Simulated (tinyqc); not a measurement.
Inside a calculation. Method: empirical pseudopotential in a few plane waves. One step of it, computed by the program tinyqc.

Task: Bloch Hamiltonian at k. Basis: the 15 shortest G (labels in 2 pi/a), the same at every k. H(G,G') = c |k + G|^2 delta + VS(|G-G'|^2) cos((G-G').tau) + i VA sin((G-G').tau), tau = a/8 (1,1,1); 1 Ry = 13.605693 eV.

Parameters chosen for this model: fcc lattice, atoms at +/- a/8 (1,1,1); form factors in rydberg at |G|^2 in units of (2 pi/a)^2:
```
parameter,value,unit
a,5.900000,angstrom
VS(3),-0.259000,Ry
VS(8),0.012000,Ry
VS(11),0.071000,Ry
VA(3),0.138000,Ry
VA(4),0.056000,Ry
VA(11),0.034000,Ry
hbar^2/2m (2 pi/a)^2,4.320944,eV
```

k point k (2 pi / a): 0.410000  0.150000  0.090000

Give: H(k) at k.

Result:

H(k) at k (eV):
```
,+0+0+0,-1-1-1,-1-1+1,-1+1-1,-1+1+1,+1-1-1,+1-1+1,+1+1-1,+1+1+1,-2+0+0,+0-2+0,+0+0-2,+0+0+2,+0+2+0,+2+0+0
+0+0+0,0.8586,2.4918+1.3277i,-2.4918+1.3277i,-2.4918+1.3277i,-2.4918-1.3277i,-2.4918+1.3277i,-2.4918-1.3277i,-2.4918-1.3277i,2.4918-1.3277i,0.0000+0.7619i,0.0000+0.7619i,0.0000+0.7619i,0.0000-0.7619i,0.0000-0.7619i,0.0000-0.7619i
-1-1-1,2.4918-1.3277i,8.2042,0.0000-0.7619i,0.0000-0.7619i,-0.1633,0.0000-0.7619i,-0.1633,-0.1633,0.0000,-2.4918-1.3277i,-2.4918-1.3277i,-2.4918-1.3277i,-0.6831+0.3271i,-0.6831+0.3271i,-0.6831+0.3271i
-1-1+1,-2.4918-1.3277i,0.0000+0.7619i,9.7597,0.1633,0.0000-0.7619i,0.1633,0.0000-0.7619i,0.0000,-0.1633,-2.4918+1.3277i,-2.4918+1.3277i,0.6831+0.3271i,2.4918-1.3277i,-0.6831-0.3271i,-0.6831-0.3271i
-1+1-1,-2.4918-1.3277i,0.0000+0.7619i,0.1633,10.7967,0.0000-0.7619i,0.1633,0.0000,0.0000-0.7619i,-0.1633,-2.4918+1.3277i,0.6831+0.3271i,-2.4918+1.3277i,-0.6831-0.3271i,2.4918-1.3277i,-0.6831-0.3271i
-1+1+1,-2.4918+1.3277i,-0.1633,0.0000+0.7619i,0.0000+0.7619i,12.3523,0.0000,0.1633,0.1633,0.0000-0.7619i,2.4918+1.3277i,-0.6831+0.3271i,-0.6831+0.3271i,-2.4918-1.3277i,-2.4918-1.3277i,0.6831-0.3271i
+1-1-1,-2.4918-1.3277i,0.0000+0.7619i,0.1633,0.1633,0.0000,15.2905,0.0000-0.7619i,0.0000-0.7619i,-0.1633,0.6831+0.3271i,-2.4918+1.3277i,-2.4918+1.3277i,-0.6831-0.3271i,-0.6831-0.3271i,2.4918-1.3277i
+1-1+1,-2.4918+1.3277i,-0.1633,0.0000+0.7619i,0.0000,0.1633,0.0000+0.7619i,16.8461,0.1633,0.0000-0.7619i,-0.6831+0.3271i,2.4918+1.3277i,-0.6831+0.3271i,-2.4918-1.3277i,0.6831-0.3271i,-2.4918-1.3277i
+1+1-1,-2.4918+1.3277i,-0.1633,0.0000,0.0000+0.7619i,0.1633,0.0000+0.7619i,0.1633,17.8831,0.0000-0.7619i,-0.6831+0.3271i,-0.6831+0.3271i,2.4918+1.3277i,0.6831-0.3271i,-2.4918-1.3277i,-2.4918-1.3277i
+1+1+1,2.4918+1.3277i,0.0000,-0.1633,-0.1633,0.0000+0.7619i,-0.1633,0.0000+0.7619i,0.0000+0.7619i,19.4386,-0.6831-0.3271i,-0.6831-0.3271i,-0.6831-0.3271i,-2.4918+1.3277i,-2.4918+1.3277i,-2.4918+1.3277i
-2+0+0,0.0000-0.7619i,-2.4918+1.3277i,-2.4918-1.3277i,-2.4918-1.3277i,2.4918-1.3277i,0.6831-0.3271i,-0.6831-0.3271i,-0.6831-0.3271i,-0.6831+0.3271i,11.0560,0.1633,0.1633,-0.1633,-0.1633,0.0000
+0-2+0,0.0000-0.7619i,-2.4918+1.3277i,-2.4918-1.3277i,0.6831-0.3271i,-0.6831-0.3271i,-2.4918-1.3277i,2.4918-1.3277i,-0.6831-0.3271i,-0.6831+0.3271i,0.1633,15.5498,0.1633,-0.1633,0.0000,-0.1633
+0+0-2,0.0000-0.7619i,-2.4918+1.3277i,0.6831-0.3271i,-2.4918-1.3277i,-0.6831-0.3271i,-2.4918-1.3277i,-0.6831-0.3271i,2.4918-1.3277i,-0.6831+0.3271i,0.1633,0.1633,16.5868,0.0000,-0.1633,-0.1633
+0+0+2,0.0000+0.7619i,-0.6831-0.3271i,2.4918+1.3277i,-0.6831+0.3271i,-2.4918+1.3277i,-0.6831+0.3271i,-2.4918+1.3277i,0.6831+0.3271i,-2.4918-1.3277i,-0.1633,-0.1633,0.0000,19.6979,0.1633,0.1633
+0+2+0,0.0000+0.7619i,-0.6831-0.3271i,-0.6831+0.3271i,2.4918+1.3277i,-2.4918+1.3277i,-0.6831+0.3271i,0.6831+0.3271i,-2.4918+1.3277i,-2.4918-1.3277i,-0.1633,0.0000,-0.1633,0.1633,20.7349,0.1633
+2+0+0,0.0000+0.7619i,-0.6831-0.3271i,-0.6831+0.3271i,-0.6831+0.3271i,0.6831+0.3271i,2.4918+1.3277i,-2.4918+1.3277i,-2.4918+1.3277i,-2.4918-1.3277i,0.0000,-0.1633,-0.1633,0.1633,0.1633,25.2287
```
